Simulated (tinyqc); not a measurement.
Donor in an ellipsoidal valley (Kohn-Luttinger variational method): one step, computed by the program tinyqc. Command: `OMP_NUM_THREADS=1 python tinyqc.py 3029724 3029725 out.jsonl kohnlutt walk`. One thread of a shared host (Intel(R) Xeon(R) Processor @ 2.30GHz), about 0.04 s of CPU time with the checks.

H = -(d^2/dx^2 + d^2/dy^2) - gamma d^2/dz^2 - 2/r in units built on m_t, with gamma = m_t/m_l and z along the valley axis. One valley; no valley-orbit or central-cell term.

Problem. Energy at a trial ratio. Trial function exp(-sqrt((x^2 + y^2)/a^2 + z^2/b^2)) with beta = b/a < 1: E = t/a^2 - u/a, t = (2 + gamma/beta^2)/3, u = 2 arcsin(sqrt(1 - beta^2))/sqrt(1 - beta^2); the best a is 2 t/u and E(beta) = -u^2/(4 t).

Inputs (values chosen for the exercise, for a model semiconductor): trial ratio b/a = 0.61.

gamma = 0.1658009

Give: t; u; best a; E(beta).

Solution.

t = 0.8152

u = 2.309

best a = 0.7062 a*

E(beta) = -1.635 Ry*
